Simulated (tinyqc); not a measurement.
## Hall measurement with a parallel conducting layer

Two layers in parallel, unit Hall factors, low field: 1/Rs = q (ns mu + n2 m2); apparent mobility (ns mu^2 + sg n2 m2^2)/(ns mu + n2 m2); apparent density (ns mu + n2 m2)^2/(ns mu^2 + sg n2 m2^2); a negative value means the sign of the second layer.

Parameters, values chosen for the exercise: sheet density of the layer ns = 1.4e13 cm^-2; drift mobility mu = 180 cm^2/(V s); mobility of the parallel layer m2 = 760 cm^2/(V s); sign of its carriers relative to the first layer sg = 1.

Constants: q = 1.602176634e-19 C. Results are converted to the units shown.

Hall measurement with a parallel conducting layer:
```
n2 (cm^-2)	Rs (ohm/square)	apparent density (cm^-2)	apparent mobility (cm^2/(V s))	share of the conductance in layer 2 (%)
5e10	2440.0	1.3562e13	188.62	1.4855
2e11	2335.9	1.2545e13	212.99	5.6886
8e11	1995.4	1.0685e13	292.74	19.437
3e12	1300.3	1.0538e13	455.50	47.500
1e13	616.75	1.6440e13	615.57	75.099
6e13	129.71	6.5952e13	729.63	94.763
2e14	40.393	2.0588e14	750.54	98.369
1e15	8.1854	1.0059e15	758.08	99.670
4e15	2.0514	4.0058e15	759.52	99.917
```

The apparent mobility rises from 189 to 760 cm^2/(V s), between mu = 180 and sg m2 = 760. The apparent density never exceeds ns + n2; among the rows it falls to 0.620 of that sum, at n2 = 3e12.

Computed by the program tinyqc: `OMP_NUM_THREADS=1 python tinyqc.py 2850147 2850148 out.jsonl`, one thread of a shared Intel Xeon 2.30GHz, about 0.01 s for the whole run.
